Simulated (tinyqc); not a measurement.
# Trench capacitor in an array: capacitance, non-linearity, leakage and relaxation, step by step

Numbers from tinyqc (`OMP_NUM_THREADS=1 python tinyqc.py 2102169 2102170 out.jsonl`; about 0.01 s on one thread of a shared Intel Xeon 2.30GHz). Printed values are rounded.

A film between two metal electrodes, each interface adding a series capacitance ci. The small-signal permittivity is ek (1 + aq E^2); the field is found with the linear permittivity. Leakage J = J0 sinh(E/Ef). After a voltage step the film passes a relaxation current kr C V tt^(-nr), tt being the time in seconds. The sidewall is a coaxial capacitor with radii a = dm/2 - t and b = dm/2, depth AR dm; the end face is left out.

Values chosen for this exercise; permittivity of the order of that of hafnium oxide: relative permittivity of the film ek = 22.3; film thickness t = 14 nm; capacitance of each electrode interface (dead layer and screening) ci = 140 uF/cm^2; quadratic field coefficient of the permittivity aq = 0.01 cm^2/MV^2; bias V = 0.6 V; leakage prefactor J0 = 9.1e-11 A/cm^2; field for an e-fold rise of the leakage Ef = 0.42 MV/cm; diameter of the hole dm = 120 nm; aspect ratio, depth over diameter AR = 50; pitch of the square array pt = 170 nm; resistivity of the inner electrode rho = 110 uohm cm.

Constants: eps0 = 8.8541878128e-14 F/cm where lengths are in cm. Results are converted to the units shown.

## Planar capacitance, field and non-linearity

Planar film: Cf = eps0 ek/t, 1/C = 1/Cf + 2/ci, EOT = 3.9 eps0/C, effective permittivity C t/eps0, E = (V/t) C/Cf; quadratic coefficient [C(V)/C - 1]/V^2 with Cf (1 + aq E^2) in C(V).

Cf = 1.41035 uF/cm^2
C = 1.38249 uF/cm^2
EOT = 2.49776 nm
effective permittivity = 21.8596
E = 0.420107 MV/cm
quadratic coefficient = 4805.51 ppm/V^2
J = 1.06979e-10 A/cm^2

The interfaces take 1.97 % of the voltage.

## Cell capacitance, fields and time constant

Per length 1/c = ln(b/a)/(2 pi eps0 ek) + (1/a + 1/b)/(2 pi ci); cell capacitance c AR dm; per footprint over pt^2; fields c V/(2 pi eps0 ek r) at r = a and b; resistance of the inner electrode rho AR dm/(pi a^2); time constant R C/3 of the distributed line.

a = 46 nm
b = 60 nm
cell capacitance = 27.4551 fF
capacitance per footprint = 95.0005 uF/cm^2
field at a = 0.481097 MV/cm
field at b = 0.368841 MV/cm
R = 0.992838 kohm
R C/3 = 9.08617 ps

The array gives 68.7 times the planar capacitance per footprint; curvature makes the field at the inner electrode 1.15 times the planar value.
